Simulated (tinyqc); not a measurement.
## Two-diode model of a solar cell: effect of the series resistance

J is the current delivered and Vj = V + J Rs the junction voltage. J = X JL - J01 (exp(Vj/(n1 Vt)) - 1) - J02 (exp(Vj/(2 Vt)) - 1) - Vj/Rp. The photocurrent does not depend on voltage.

Jsc at V = 0, Voc at J = 0, the maximum power point where J (1 + 2 Rs G) = G Vj with G = -dJ/dVj; FF = Vmp Jmp/(Voc Jsc); efficiency Vmp Jmp/(X Pin). Empirical fill factor without parasitics FF0 = (v - ln(v + 0.72))/(v + 1), v = Voc/(n1 Vt).

Inputs (values chosen for the exercise); values of the order met in cells of silicon: temperature T = 348 K; photocurrent at one sun JL = 41.5 mA/cm^2; concentration X = 1 suns; saturation current of the first diode J01 = 4.4e-10 A/cm^2; ideality factor of the first diode n1 = 1; shunt resistance Rp = 1000 ohm cm^2; incident power at one sun Pin = 100 mW/cm^2; saturation current of the second diode (ideality 2) J02 = 6.4e-8 A/cm^2.

Constants: q = 1.602176634e-19 C, kB = 1.380649e-23 J/K, Vt = kB T/q. Results are converted to the units shown.

The same in every row: Voc (V) = 0.5498; FF0 = 0.7958.

Result of one run:
```
Rs (ohm cm^2)  Jsc (mA/cm^2)  Vmp (V)  Jmp (mA/cm^2)      FF  efficiency (%)
0.11                   41.50   0.4612          38.47  0.7776           17.74
```

What becomes of these results when the series resistance Rs is changed from 0.11 to 0.05 ohm cm^2, all else the same?

Result of the changed run:
```
Rs (ohm cm^2)  Jsc (mA/cm^2)  Vmp (V)  Jmp (mA/cm^2)      FF  efficiency (%)
0.05                   41.50   0.4632          38.49  0.7814           17.83
```

The whole series:
```
Rs (ohm cm^2)  Jsc (mA/cm^2)  Vmp (V)  Jmp (mA/cm^2)      FF  efficiency (%)
0                      41.50   0.4649          38.51  0.7846           17.90
0.05                   41.50   0.4632          38.49  0.7814           17.83
0.11                   41.50   0.4612          38.47  0.7776           17.74
0.25                   41.49   0.4565          38.41  0.7686           17.53
0.55                   41.48   0.4464          38.29  0.7495           17.09
1.2                    41.45   0.4252          37.98  0.7085           16.15
2.7                    41.39   0.3794          36.99  0.6168           14.03
6                      41.25   0.3083          32.38  0.4401           9.981
```

As Rs goes from 0 to 6, Voc stays at 0.550 V, FF falls from 0.785 to 0.440 and the efficiency falls from 17.9 to 9.98 %. Voc does not depend on Rs, since no current flows through it at open circuit; between the first two rows FF drops by 1.08 times rs = Rs Jsc/Voc in relative terms.

tinyqc, about 0.01 s, one thread, Intel Xeon 2.30GHz (shared host): `OMP_NUM_THREADS=1 python tinyqc.py 2280017 2280018 out.jsonl`
